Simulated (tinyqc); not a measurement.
What each parameter does: localisation in a chain with random site energies (transfer matrices).

Hopping -t; leads with site energy 0, E = -2t cos(ka). psi_(j+1) = ((e_j - E)/t) psi_j - psi_(j-1), a product of matrices M_j = [[(e_j - E)/t, -1], [1, 0]]. For M = M_N ... M_1 the transmission is T = 4 sin^2(ka)/|M21 - M12 + M22 exp(ika) - M11 exp(-ika)|^2. Long samples draw e_j = W (x_j/2147483647 - 1/2) from x_j = 16807 x_(j-1) mod 2147483647, starting at x0. The localisation length xi, in sites, is defined by ln T = -2N/xi on average; weak disorder gives xi = 24 (4t^2 - E^2)/W^2, and the mean free path for backscattering is xi/2.

Numerical xi = N/ln sqrt(psi_(N+1)^2 + psi_N^2) for N = 20000 sites from psi_1 = 1, psi_0 = 0; its statistical error is about xi sqrt(xi/N).

Inputs chosen for the exercise:
- t = 1.33 eV (hopping)
- E = -0.51 eV (energy)
- W = 2.09 eV (full width of the disorder)
- x0 = 9539 (start of the number sequence)

Numerical and weak-disorder xi.

One parameter was then changed.

Results before and after:
```
case     numerical xi (sites)  weak-disorder xi (sites)
base                    37.02                     37.45
changed                 26.29                     26.00
```

Which of these changes was made? (a) W = 2.508 eV; (b) E = -0.36 eV; (c) t = 1.529 eV; (d) x0 = 9540.
Answer: (a) W = 2.508 eV. Of the candidates, run in turn, only this one gives the changed row.

All candidates:
```
case          numerical xi (sites)  weak-disorder xi (sites)
base                         37.02                     37.45
t = 1.529 eV                 49.99                     49.95
E = -0.36 eV                 38.92                     38.16
W = 2.508 eV                 26.29                     26.00
x0 = 9540                    35.46                     37.45
```

A new x0 is another sample of the same disorder; its shift is one draw of the statistical scatter, about xi sqrt(xi/N); the other rows share one sample, so their errors are correlated.

(tinyqc, `OMP_NUM_THREADS=1 python tinyqc.py 1450188 1450189 out.jsonl`, Intel(R) Xeon(R) Processor @ 2.30GHz, 1 thread, shared host, about 0.04 s.)
